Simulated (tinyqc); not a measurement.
Thin-film transistor with exponential tail and deep states, accumulation layer: two steps of the calculation.

An undoped film in accumulation, thicker than the space-charge layer. With band bending psi the Fermi level lies E0 - psi below the band edge. Free electrons n = n0 exp(psi/Vt) carry the current; electrons in two exponential distributions of traps, a = a0 exp(psi/Va) and d = d0 exp(psi/Vp), do not. Linear regime, ohmic contacts, traps in equilibrium.

Inputs (values chosen for the exercise); values close to those of amorphous silicon: temperature T = 300 K; relative permittivity of the semiconductor eps_r = 11.8; density of extended states Nc = 4.7e19 cm^-3; band mobility mb = 9.1 cm^2/(V s); total density of tail states Nt = 8.3e19 cm^-3; characteristic temperature of the tail Tt = 350 K; total density of deep states Nd = 6.6e17 cm^-3; characteristic temperature of the deep states Td = 950 K; bulk Fermi level below the band edge E0 = 0.54 eV; gate capacitance Ci = 12 nF/cm^2; ratio W/L WL = 5; drain voltage Vd = 0.2 V; gate voltage above flat band Vg = 28 V.

Constants: q = 1.602176634e-19 C, kB = 1.380649e-23 J/K, Vt = kB T/q, eps0 = 8.8541878128e-14 F/cm where lengths are in cm. Results are converted to the units shown.

Problem 1. Bulk densities. Va = kB Tt/q, Vp = kB Td/q; n0 = Nc exp(-E0/Vt), a0 = Nt th(T/Tt) exp(-E0/Va), d0 = Nd th(T/Td) exp(-E0/Vp), th(x) = pi x/sin(pi x).

Give: Va; Vp; th(T/Tt); n0; a0; d0.

Solution 1.

Va = 0.03016 V
Vp = 0.08186 V
th(T/Tt) = 6.206
n0 = 3.986e10 cm^-3
a0 = 8.635e12 cm^-3
d0 = 1.068e15 cm^-3

Problem 2. Free and total charge, current. Va = kB Tt/q, Vp = kB Td/q. G(psi) = sum over the three kinds of c0 [V (exp(psi/V) - 1) - psi], field F = sqrt(2 q G/(eps0 eps_r)); Vg = psi + eps0 eps_r F/Ci at the surface. Total charge Q = Ci (Vg - psi_s); free charge Qf = q times the integral of n0 (exp(psi/Vt) - 1)/F over psi from 0 to psi_s; I = (W/L) mb Qf Vd; effective mobility mb Qf/Q.

psi_s = 0.421006184 V
n0 = 3.98563133e10 cm^-3
a0 = 8.63475520e12 cm^-3
d0 = 1.06798120e15 cm^-3

Give: surface densities; Q; Qf; effective mobility; I.

Solution 2.

surface densities (cm^-3): free 4.7107e17, tail 9.9649e18, deep 1.8282e17
Q = 330.95 nC/cm^2
Qf = 10.261 nC/cm^2
effective mobility = 0.28216 cm^2/(V s)
I = 93.379 nA

tinyqc, about 0.01 s, one thread, Intel Xeon 2.30GHz (shared host): `OMP_NUM_THREADS=1 python tinyqc.py 2610003 2610004 out.jsonl`
